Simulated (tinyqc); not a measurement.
Worked calculation: implant damage, amorphisation by cascade overlap, and solid-phase epitaxial regrowth. Computed by tinyqc, a small Python program that keeps every step. Command: `OMP_NUM_THREADS=1 python tinyqc.py 3112995 3112996 out.jsonl sper walk`. One thread of a shared host (Intel(R) Xeon(R) Processor @ 2.30GHz), about 0.01 s of CPU time with the checks. Intermediate numbers are printed to about 7 digits and carried at full precision; extremes and crossings named in words are read from the listed rows.

Range and width of the damage are inputs. Dynamic annealing enters only through the surviving share f.

Inputs (values chosen for the exercise, modelled on fluorine ions in silicon):
```
quantity,value,unit
atomic density N,49.9,1/nm^3
ion Z1,9,-
ion mass M1,19,u
target Z2,14,-
target mass M2,28.09,u
ion energy E,12,keV
displacement energy E_d,15,eV
depth of the damage peak R_d,14,nm
width of the damage profile s_d,7.3,nm
share of defects that survive f,0.89,-
critical displaced share x_c,0.16,-
dose Q,4.8e+15,1/cm^2
overlaps needed n,2,-
area amorphised by one track A_i,3.9,nm^2
regrowth prefactor v0,6.4e+15,nm/s
regrowth energy E_a,2.69,eV
anneal temperature,520,C
rate relative to (100),1,-
peak enhancement by the dopant,8.1,-
ramp rate,5.1,K/s
```

Constants: a_0 = 0.529177210903 angstrom; e^2/(4 pi eps_0) = 14.39964548 eV angstrom; k_B = 8.617333262e-05 eV/K.

## Damage energy and displacements per ion

Robinson partition: eps = E a M2/(Z1 Z2 (e^2/(4 pi eps_0)) (M1 + M2)), a = 0.8853 a_0/sqrt(Z1^(2/3) + Z2^(2/3)); k = 0.0793 Z1^(2/3) Z2^(1/2) (M1 + M2)^(3/2)/((Z1^(2/3) + Z2^(2/3))^(3/4) M1^(3/2) M2^(1/2)); damage energy T_d = E/(1 + k (eps + 0.40244 eps^(3/4) + 3.4008 eps^(1/6))); displacements nu = 0.8 T_d/(2 E_d).

reduced energy eps = 0.5805642

k = 0.1663798

damage energy T_d = 7.237945 keV

T_d/E = 0.6031621

displacements per ion nu = 193.0119

40 % of the energy goes to electrons.

## The amorphous layer

Displaced share x(z) = f nu Q exp(-(z - R_d)^2/(2 s_d^2))/(sqrt(2 pi) s_d N); the layer is amorphous where x > x_c, between R_d -/+ s_d sqrt(2 ln(x_max/x_c)), the upper edge being cut at the surface. Threshold dose Q_c = Q x_c/x_max.

peak displaced share x_max = 9.030295

threshold dose Q_c = 8.504705e+13 1/cm^2

upper edge = 0 nm

lower edge = 34.73294 nm

The layer reaches the surface. Caution: x above 1 counts atoms displaced more than once.

## Damage left below the interface

Displaced atoms per area beyond the lower edge z2: f nu Q (1/2) erfc((z2 - R_d)/(sqrt2 s_d)); they are not removed by regrowth.

share of the damage beyond z2 = 0.002254764

displaced atoms beyond z2 = 1.859159e+15 1/cm^2

## Layer against dose

The formulas are those given above.

Dose series; the last column is f nu Q erfc((z2 - R_d)/(sqrt2 s_d))/2:
```
Q (1/cm^2),x_max,upper edge (nm),lower edge (nm),displaced atoms beyond z2 (1/cm^2)
9.36e+13,0.176091,10.80421,17.19579,5.318385e+15
1.28e+14,0.240808,7.39904,20.60096,4.022335e+15
2.13e+14,0.400719,4.10810,23.89190,3.208877e+15
3.40e+14,0.639646,1.84713,26.15287,2.802212e+15
5.95e+14,1.119380,0.00000,28.39917,2.481328e+15
1.02e+15,1.918938,0.00000,30.27213,2.261160e+15
2.13e+15,4.007193,0.00000,32.52726,2.039745e+15
4.25e+15,7.995574,0.00000,34.41775,1.883108e+15
```

A dose 45 times larger moves the lower edge from 17.2 to 34.4 nm, as the root of a logarithm, and the damage beyond it falls by a factor 2.8, since the edge lies on an ever steeper tail. The layer reaches the surface at Q_c exp(R_d^2/(2 s_d^2)) = 5.35e14 per cm^2.

## Overlap model

Gibbons model: a point turns amorphous after n + 1 hits; with y = A_i Q the amorphous share is 1 - exp(-y) sum_(k=0..n) y^k/k!. Doses are set by y.

Amorphous share:
```
y,Q (1/cm^2),direct impact (n = 0),given n
0.1,2.564103e+12,0.0951626,1.546531e-04
0.3,7.692308e+12,0.2591818,3.599493e-03
0.6,1.538462e+13,0.4511884,2.311529e-02
1.0,2.564103e+13,0.6321206,8.030140e-02
2.0,5.128205e+13,0.8646647,3.233236e-01
3.0,7.692308e+13,0.9502129,5.768099e-01
5.0,1.282051e+14,0.9932621,8.753480e-01
8.0,2.051282e+14,0.9996645,9.862460e-01
```

At small y the share grows as y^3; between the first rows the exponent is 2.86.

## Isothermal regrowth

v = v0 x orientation factor x exp(-E_a/(k_B T)) x [1 + (enhancement - 1) exp(-(z - R_d)^2/(2 s_d^2))], T = anneal temperature + 273.15 K; the dopant is taken to follow the damage profile; the lower front moves from the lower edge z2 to the surface, or to the middle (z1 + z2)/2 of a buried layer with upper edge z1; time = int dz/v; the equivalent undoped distance is that time times the undoped velocity.

undoped velocity = 0.05170950 nm/s

distance to regrow = 34.73294 nm

time without enhancement = 671.6936 s

equivalent undoped distance = 10.84415 nm

time with enhancement = 209.7129 s

The rate doubles for each 14 K or so near this temperature.

## Regrowth during a ramp

On a linear ramp from 200 C regrowth ends at the T_f where int v_undoped dT/(ramp rate) equals the equivalent undoped distance.

temperature at which regrowth ends = 605.2779 C

Checks made by the program: tail against quadrature of x(z) N (relative difference below 1e-10).
